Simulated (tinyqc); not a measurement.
Worked calculation: MP2 on RHF in the 6-311g basis, for H2, spin multiplicity 1. Computed by tinyqc, a small Python program that keeps every step (integrals from PySCF). Settings: charge = 0, multiplicity = 1, basis = 6-311g, method = RHF, energy threshold = 1e-10, iteration cap = 70, orthogonalisation = symmetric, start = Wolfsberg-Helmholz matrix, DIIS depth = 6. Command: `OMP_NUM_THREADS=1 python tinyqc.py 27758 27759 out.jsonl` (the two numbers bound the seeds that draw the settings). One thread of a shared host (Intel(R) Xeon(R) Processor @ 2.60GHz), about 0.07 s of CPU time with the checks. The early iterations of the SCF are left out here.

## One-electron integrals

Geometry (angstrom):

| atom | x | y | z |
|---|---|---|---|
| H | 0.0000 | 0.0000 | 0.0000 |
| H | 0.0000 | 0.0000 | 0.9480 |

Basis 6-311g: exponents (1/bohr^2) and contraction coefficients of normalised primitives:

| element | l (shell) | exponent | coefficient |
|---|---|---|---|
| H | s (1) | 33.8650 | 0.0255 |
| H | s (1) | 5.0948 | 0.1904 |
| H | s (1) | 1.1588 | 0.8522 |
| H | s (2) | 0.3258 | 1.0000 |
| H | s (3) | 0.1027 | 1.0000 |

Overlap, kinetic and nuclear-attraction integrals over the contracted functions; the nuclear repulsion is the sum of Za Zb / Rab.

nuclear repulsion = 0.558204 hartree

overlap S, lower triangle:
```
        1H 1s   1H 2s   1H 3s   2H 1s   2H 2s   2H 3s
1H 1s  1.0000
1H 2s  0.7064  1.0000
1H 3s  0.3737  0.7890  1.0000
2H 1s  0.1241  0.3079  0.2756  1.0000
2H 2s  0.3079  0.5928  0.6140  0.7064  1.0000
2H 3s  0.2756  0.6140  0.8480  0.3737  0.7890  1.0000
```

kinetic energy T (hartree), lower triangle:
```
         1H 1s   1H 2s   1H 3s   2H 1s   2H 2s   2H 3s
1H 1s   2.3043
1H 2s   0.5491  0.4888
1H 3s   0.1063  0.1849  0.1541
2H 1s  -0.0797  0.1063  0.0625  2.3043
2H 2s   0.1063  0.1887  0.1198  0.5491  0.4888
2H 3s   0.0625  0.1198  0.1163  0.1063  0.1849  0.1541
```

nuclear attraction V (hartree), lower triangle:
```
         1H 1s    1H 2s    1H 3s    2H 1s    2H 2s    2H 3s
1H 1s  -2.6693
1H 2s  -1.4543  -1.4463
1H 3s  -0.7227  -0.9804  -0.9297
2H 1s  -0.2727  -0.6414  -0.5415  -2.6693
2H 2s  -0.6414  -0.9180  -0.7993  -1.4543  -1.4463
2H 3s  -0.5415  -0.7993  -0.8221  -0.7227  -0.9804  -0.9297
```

core Hamiltonian H = T + V (hartree), lower triangle:
```
         1H 1s    1H 2s    1H 3s    2H 1s    2H 2s    2H 3s
1H 1s  -0.3649
1H 2s  -0.9052  -0.9576
1H 3s  -0.6164  -0.7955  -0.7756
2H 1s  -0.3524  -0.5351  -0.4790  -0.3649
2H 2s  -0.5351  -0.7292  -0.6794  -0.9052  -0.9576
2H 3s  -0.4790  -0.6794  -0.7058  -0.6164  -0.7955  -0.7756
```

## Two-electron integrals

Functions are numbered as in S; the eight-fold symmetry (ij|kl) = (ji|kl) = (kl|ij) leaves the list below.

Two-electron integrals (ij|kl) in chemists' order, unique and non-zero (hartree):
```
(11|11) 1.3930   (21|11) 0.8230   (21|21) 0.5097   (22|11) 0.8229
(22|21) 0.5430   (22|22) 0.6441   (31|11) 0.4113   (31|21) 0.2578
(31|22) 0.2799   (31|31) 0.1308   (32|11) 0.5437   (32|21) 0.3658
(32|22) 0.4527   (32|31) 0.1898   (32|32) 0.3251   (33|11) 0.4940
(33|21) 0.3401   (33|22) 0.4460   (33|31) 0.1780   (33|32) 0.3318
(33|33) 0.3617   (41|11) 0.1192   (41|21) 0.0773   (41|22) 0.0880
(41|31) 0.0396   (41|32) 0.0606   (41|33) 0.0579   (41|41) 0.0188
(42|11) 0.2068   (42|21) 0.1414   (42|22) 0.1791   (42|31) 0.0737
(42|32) 0.1292   (42|33) 0.1318   (42|41) 0.0385   (42|42) 0.0956
(43|11) 0.1620   (43|21) 0.1121   (43|22) 0.1463   (43|31) 0.0587
(43|32) 0.1074   (43|33) 0.1127   (43|41) 0.0307   (43|42) 0.0813
(43|43) 0.0710   (44|11) 0.5561   (44|21) 0.3896   (44|22) 0.5218
(44|31) 0.2050   (44|32) 0.3866   (44|33) 0.4089   (44|41) 0.1192
(44|42) 0.3407   (44|43) 0.3014   (44|44) 1.3930   (51|11) 0.3407
(51|21) 0.2134   (51|22) 0.2313   (51|31) 0.1082   (51|32) 0.1567
(51|33) 0.1469   (51|41) 0.0385   (51|42) 0.0729   (51|43) 0.0578
(51|44) 0.2068   (51|51) 0.0956   (52|11) 0.4263   (52|21) 0.2859
(52|22) 0.3510   (52|31) 0.1482   (52|32) 0.2509   (52|33) 0.2538
(52|41) 0.0593   (52|42) 0.1340   (52|43) 0.1126   (52|44) 0.4263
(52|51) 0.1340   (52|52) 0.2264   (53|11) 0.3428   (53|21) 0.2348
(53|22) 0.3032   (53|31) 0.1226   (53|32) 0.2232   (53|33) 0.2377
(53|41) 0.0504   (53|42) 0.1238   (53|43) 0.1079   (53|44) 0.4136
(53|51) 0.1113   (53|52) 0.2050   (53|53) 0.1969   (54|11) 0.3896
(54|21) 0.2716   (54|22) 0.3608   (54|31) 0.1426   (54|32) 0.2673
(54|33) 0.2840   (54|41) 0.0773   (54|42) 0.2134   (54|43) 0.1891
(54|44) 0.8230   (54|51) 0.1414   (54|52) 0.2859   (54|53) 0.2788
(54|54) 0.5097   (55|11) 0.5218   (55|21) 0.3608   (55|22) 0.4755
(55|31) 0.1891   (55|32) 0.3533   (55|33) 0.3814   (55|41) 0.0880
(55|42) 0.2313   (55|43) 0.2058   (55|44) 0.8229   (55|51) 0.1791
(55|52) 0.3510   (55|53) 0.3468   (55|54) 0.5430   (55|55) 0.6441
(61|11) 0.3014   (61|21) 0.1891   (61|22) 0.2058   (61|31) 0.0960
(61|32) 0.1397   (61|33) 0.1311   (61|41) 0.0307   (61|42) 0.0578
(61|43) 0.0460   (61|44) 0.1620   (61|51) 0.0813   (61|52) 0.1126
(61|53) 0.0934   (61|54) 0.1121   (61|55) 0.1463   (61|61) 0.0710
(62|11) 0.4136   (62|21) 0.2788   (62|22) 0.3468   (62|31) 0.1448
(62|32) 0.2498   (62|33) 0.2560   (62|41) 0.0504   (62|42) 0.1113
(62|43) 0.0934   (62|44) 0.3428   (62|51) 0.1238   (62|52) 0.2050
(62|53) 0.1854   (62|54) 0.2348   (62|55) 0.3032   (62|61) 0.1079
(62|62) 0.1969   (63|11) 0.3984   (63|21) 0.2750   (63|22) 0.3630
(63|31) 0.1441   (63|32) 0.2712   (63|33) 0.2985   (63|41) 0.0516
(63|42) 0.1235   (63|43) 0.1076   (63|44) 0.3984   (63|51) 0.1235
(63|52) 0.2242   (63|53) 0.2168   (63|54) 0.2750   (63|55) 0.3630
(63|61) 0.1076   (63|62) 0.2168   (63|63) 0.2601   (64|11) 0.2050
(64|21) 0.1426   (64|22) 0.1891   (64|31) 0.0749   (64|32) 0.1401
(64|33) 0.1492   (64|41) 0.0396   (64|42) 0.1082   (64|43) 0.0960
(64|44) 0.4113   (64|51) 0.0737   (64|52) 0.1482   (64|53) 0.1448
(64|54) 0.2578   (64|55) 0.2799   (64|61) 0.0587   (64|62) 0.1226
(64|63) 0.1441   (64|64) 0.1308   (65|11) 0.3866   (65|21) 0.2673
(65|22) 0.3533   (65|31) 0.1401   (65|32) 0.2638   (65|33) 0.2884
(65|41) 0.0606   (65|42) 0.1567   (65|43) 0.1397   (65|44) 0.5437
(65|51) 0.1292   (65|52) 0.2509   (65|53) 0.2498   (65|54) 0.3658
(65|55) 0.4527   (65|61) 0.1074   (65|62) 0.2232   (65|63) 0.2712
(65|64) 0.1898   (65|65) 0.3251   (66|11) 0.4089   (66|21) 0.2840
(66|22) 0.3814   (66|31) 0.1492   (66|32) 0.2884   (66|33) 0.3256
(66|41) 0.0579   (66|42) 0.1469   (66|43) 0.1311   (66|44) 0.4940
(66|51) 0.1318   (66|52) 0.2538   (66|53) 0.2560   (66|54) 0.3401
(66|55) 0.4460   (66|61) 0.1127   (66|62) 0.2377   (66|63) 0.2985
(66|64) 0.1780   (66|65) 0.3318   (66|66) 0.3617
```

## Orthogonalisation

S = U s U^T; symmetric (Loewdin) form X = U s^(-1/2) U^T, so that X^T S X = 1.

eigenvalues of S: 0.0449  0.1324  0.2559  0.7651  1.1343  3.6674

X, lower triangle:
```
         1H 1s    1H 2s    1H 3s    2H 1s    2H 2s   2H 3s
1H 1s   1.3764
1H 2s  -0.7549   2.2335
1H 3s   0.2141  -1.0710   2.4155
2H 1s   0.0430  -0.0069  -0.0410   1.3764
2H 2s  -0.0069  -0.4264   0.2893  -0.7549   2.2335
2H 3s  -0.0410   0.2893  -1.2283   0.2141  -1.0710  2.4155
```

## Iteration 6 (converged): orbitals

converged F (hartree), lower triangle:
```
         1H 1s    1H 2s    1H 3s    2H 1s    2H 2s    2H 3s
1H 1s   0.6665
1H 2s  -0.3682  -0.3002
1H 3s  -0.4271  -0.3609  -0.2599
2H 1s  -0.3860  -0.4219  -0.3843   0.6665
2H 2s  -0.4219  -0.4360  -0.3815  -0.3682  -0.3002
2H 3s  -0.3843  -0.3815  -0.2836  -0.4271  -0.3609  -0.2599
```

Diagonalise F' = X^T F X, C = X C', fill 1 alpha and 1 beta electrons from the bottom; D = 2 C_occ C_occ^T. Each column has its largest component positive (the first on a tie).

F' = X^T F X (hartree), lower triangle:
```
         1        2        3        4        5       6
1   1.7160
2  -1.1775   0.9385
3   0.0081  -0.3812   0.1822
4  -0.0887  -0.1907  -0.1282   1.7160
5  -0.1907  -0.2053  -0.0319  -1.1775   0.9385
6  -0.1282  -0.0319  -0.1313   0.0081  -0.3812  0.1822
```

orbital energies (hartree): MO1 -0.5398, MO2 0.1333, MO3 0.3232, MO4 0.5692, MO5 2.5594, MO6 2.6281

coefficients C:
```
          MO1      MO2      MO3      MO4      MO5      MO6
1H 1s  0.1660   0.0995  -0.0456  -0.0971  -1.0872  -1.1326
1H 2s  0.3062   0.0553  -0.8011  -1.4040   1.6638   1.2220
1H 3s  0.1584   1.6643   0.8805   1.9182  -1.0709  -0.4743
2H 1s  0.1660  -0.0995  -0.0456   0.0971   1.0872  -1.1326
2H 2s  0.3062  -0.0553  -0.8011   1.4040  -1.6638   1.2220
2H 3s  0.1584  -1.6643   0.8805  -1.9182   1.0709  -0.4743
```

D after iteration 6, lower triangle:
```
        1H 1s   1H 2s   1H 3s   2H 1s   2H 2s   2H 3s
1H 1s  0.0551
1H 2s  0.1016  0.1875
1H 3s  0.0526  0.0970  0.0502
2H 1s  0.0551  0.1016  0.0526  0.0551
2H 2s  0.1016  0.1875  0.0970  0.1016  0.1875
2H 3s  0.0526  0.0970  0.0502  0.0526  0.0970  0.0502
```

## Convergence

Stop when the energy changes by less than 1e-10 hartree and every element of the error matrix X^T (F D S - S D F) X is below 3e-06.

Course of the cycle:

| iteration | E (hartree) | change | largest element of the error matrix |
|---|---|---|---|
| 1 | -0.736548 | - | 4.46e-01 |
| 2 | -1.098936 | -3.62e-01 | 6.18e-02 |
| 3 | -1.105899 | -6.96e-03 | 2.72e-03 |
| 4 | -1.105924 | -2.51e-05 | 3.49e-04 |
| 5 | -1.105925 | -5.00e-07 | 4.93e-07 |
| 6 | -1.105925 | -1.05e-12 | 2.12e-07 |

PySCF RHF in the same basis = -1.105925 hartree

Converged in 6 iterations.

## Integrals over molecular orbitals

(pq|rs) = sum C_ip C_jq C_kr C_ls (ij|kl), one index at a time.

one-electron integrals over orbitals h = C^T H C (hartree), lower triangle:
```
         1        2        3        4       5       6
1  -1.1243
2   0.0000  -0.5303
3   0.1229   0.0000  -0.3379
4   0.0000   0.2072   0.0000  -0.2631
5   0.0000   0.0287   0.0000  -0.2052  1.4119
6   0.0677   0.0000  -0.1448   0.0000  0.0000  1.4948
```

Two-electron integrals over orbitals (pq|rs), unique and non-zero (hartree):
```
(11|11) 0.5844    (21|21) 0.0671    (22|11) 0.3654    (22|22) 0.3123
(31|11) -0.1229   (31|22) -0.0360   (31|31) 0.0543    (32|21) 0.0160
(32|32) 0.0315    (33|11) 0.3577    (33|22) 0.2795    (33|31) -0.0388
(33|33) 0.2815    (41|21) -0.0730   (41|32) 0.0051    (41|41) 0.0988
(42|11) -0.1401   (42|22) -0.0570   (42|31) 0.0469    (42|33) -0.0507
(42|42) 0.0633    (43|21) 0.0462    (43|32) 0.0154    (43|41) -0.0490
(43|43) 0.0387    (44|11) 0.4656    (44|22) 0.3340    (44|31) -0.0813
(44|33) 0.3083    (44|42) -0.1028   (44|44) 0.4045    (51|21) -0.0288
(51|32) 0.0188    (51|41) 0.0567    (51|43) -0.0290   (51|51) 0.0785
(52|11) -0.0287   (52|22) 0.0071    (52|31) 0.0240    (52|33) -0.0047
(52|42) 0.0104    (52|44) -0.0178   (52|52) 0.0276    (53|21) 0.0334
(53|32) -0.0065   (53|41) -0.0491   (53|43) 0.0237    (53|51) -0.0432
(53|53) 0.0319    (54|11) 0.1309    (54|22) 0.0365    (54|31) -0.0587
(54|33) 0.0458    (54|42) -0.0515   (54|44) 0.0906    (54|52) -0.0401
(54|54) 0.0860    (55|11) 0.6130    (55|22) 0.3787    (55|31) -0.1437
(55|33) 0.3634    (55|42) -0.1583   (55|44) 0.5004    (55|52) -0.0608
(55|54) 0.1902    (55|55) 0.7416    (61|11) -0.0677   (61|22) -0.0167
(61|31) 0.0408    (61|33) -0.0197   (61|42) 0.0308    (61|44) -0.0552
(61|52) 0.0378    (61|54) -0.0698   (61|55) -0.1388   (61|61) 0.0732
(62|21) -0.0092   (62|32) 0.0062    (62|41) 0.0194    (62|43) -0.0130
(62|51) 0.0346    (62|53) -0.0160   (62|62) 0.0178    (63|11) 0.0928
(63|22) 0.0367    (63|31) -0.0359   (63|33) 0.0333    (63|42) -0.0371
(63|44) 0.0680    (63|52) -0.0182   (63|54) 0.0492    (63|55) 0.1291
(63|61) -0.0395   (63|63) 0.0332    (64|21) 0.0242    (64|32) -0.0189
(64|41) -0.0484   (64|43) 0.0207    (64|51) -0.0626   (64|53) 0.0361
(64|62) -0.0279   (64|64) 0.0550    (65|21) 0.1075    (65|32) -0.0044
(65|41) -0.1451   (65|43) 0.0813    (65|51) -0.1245   (65|53) 0.0904
(65|62) -0.0509   (65|64) 0.1040    (65|65) 0.2825    (66|11) 0.6033
(66|22) 0.3673    (66|31) -0.1365   (66|33) 0.3612    (66|42) -0.1525
(66|44) 0.4863    (66|52) -0.0569   (66|54) 0.1788    (66|55) 0.7094
(66|61) -0.1192   (66|63) 0.1193    (66|66) 0.6915
```

## Second-order Moller-Plesset energy

Hartree-Fock energy = -1.105925 hartree

E2 = sum_ijab (ia|jb) [2 (ia|jb) - (ib|ja)] / (e_i + e_j - e_a - e_b) over occupied i, j and virtual a, b; the opposite-spin part is (ia|jb)^2 / denominator, the rest is same-spin, and SCS-MP2 scales them by 6/5 and 1/3.

Terms:

| i | j | a | b | (ia\|jb) | (ib\|ja) | denominator | term |
|---|---|---|---|---|---|---|---|
| 1 | 1 | 4 | 4 | 0.0988 | 0.0988 | -2.2181 | -0.0044 |
| 1 | 1 | 2 | 2 | 0.0671 | 0.0671 | -1.3464 | -0.0033 |
| 1 | 1 | 2 | 4 | -0.0730 | -0.0730 | -1.7822 | -0.0030 |
| 1 | 1 | 4 | 2 | -0.0730 | -0.0730 | -1.7822 | -0.0030 |
| 1 | 1 | 3 | 3 | 0.0543 | 0.0543 | -1.7261 | -0.0017 |
| 1 | 1 | 5 | 5 | 0.0785 | 0.0785 | -6.1985 | -0.0010 |
| 1 | 1 | 6 | 6 | 0.0732 | 0.0732 | -6.3358 | -0.0008 |
| 1 | 1 | 5 | 4 | 0.0567 | 0.0567 | -4.2083 | -0.0008 |
| 1 | 1 | 4 | 5 | 0.0567 | 0.0567 | -4.2083 | -0.0008 |
| 1 | 1 | 3 | 6 | 0.0408 | 0.0408 | -4.0310 | -4.13e-04 |
| 1 | 1 | 6 | 3 | 0.0408 | 0.0408 | -4.0310 | -4.13e-04 |
| 1 | 1 | 5 | 2 | -0.0288 | -0.0288 | -3.7724 | -2.20e-04 |
| 1 | 1 | 2 | 5 | -0.0288 | -0.0288 | -3.7724 | -2.20e-04 |

Pair energies (hartree; pair i-j sums ij and ji):

| pair | opposite spin | same spin |
|---|---|---|
| 1-1 | -0.0201 | 0 |

MP2 correlation energy = -0.020064 hartree

SCS-MP2 correlation energy = -0.024077 hartree

MP2 total energy = -1.125989 hartree
